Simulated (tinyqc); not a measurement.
Adding atomic layers: valley splitting of a silicon quantum well in envelope theory.

The well lies at 0 < z < L; U(z) = V0 [1/(1 + exp(z/w)) + 1/(1 + exp((L - z)/w))] - e F z, 1 mV/nm = 1e-4 eV/angstrom. The envelope psi solves -(c/ml) psi'' + U psi = E psi, c = hbar^2/2m0, by three-point differences on a grid of 0.1 angstrom from -40 to L + 40 angstrom. The two valleys at +/- k0 couple through D = C0 times the integral of exp(-i q z) U(z) psi^2, q = 2 k0 (2 pi/a), and split by Ev = 2|D|.

Constants: hbar^2/2m0 = 3.80998211 eV angstrom^2.

Values chosen for the exercise (near those of a strained Si well in SiGe; the results hold for these values, not for the real material): V0 = 0.21 eV (conduction offset); ml = 0.929 m0 (mass along z); F = 13.1 mV/nm (field pressing towards the upper interface); k0 = 0.832 2 pi/a (valley position); a = 5.431 angstrom (lattice constant); C0 = 0.27 (Bloch overlap factor); Ls = (106, 107.4, 108.7, 110.1, 111.4, 112.8, 114.1, 115.5) angstrom (widths in steps of one atomic layer, a/4, rounded to the grid); F2 = 0 mV/nm (second field, zero or weak); w1 = 0.7 angstrom (interface width for this table).

The smooth splitting Ev = 2|D| with w = w1, at the field F2 and at F.

Results:

| L (angstrom) | q L mod 2 pi | Ev at F2 (micro-eV) | Ev at F (micro-eV) |
|---|---|---|---|
| 106.0 | 3.00 | 1.93 | 46.8 |
| 107.4 | 5.69 | 3.39 | 46.8 |
| 108.7 | 1.91 | 0.0181 | 46.8 |
| 110.1 | 4.61 | 3.26 | 46.8 |
| 111.4 | 0.83 | 1.65 | 46.8 |
| 112.8 | 3.52 | 2.26 | 46.8 |
| 114.1 | 6.03 | 2.67 | 46.8 |
| 115.5 | 2.44 | 0.769 | 46.9 |

What can be read from this table?

At F2 the splitting swings between 0.0181 and 3.39 micro-eV, a ratio of 187, as the two interfaces add with the phase q L, which advances on average by 2.61 rad a layer. At F the ratio is 1.00, where in the first row psi^2 at the upper interface is 1.81e+07 times that at the lower one: one interface dominates and the interference fades.

(tinyqc, `OMP_NUM_THREADS=1 python tinyqc.py 1282766 1282767 out.jsonl`, Intel(R) Xeon(R) Processor @ 2.30GHz, 1 thread, shared host, about 0.2 s.)
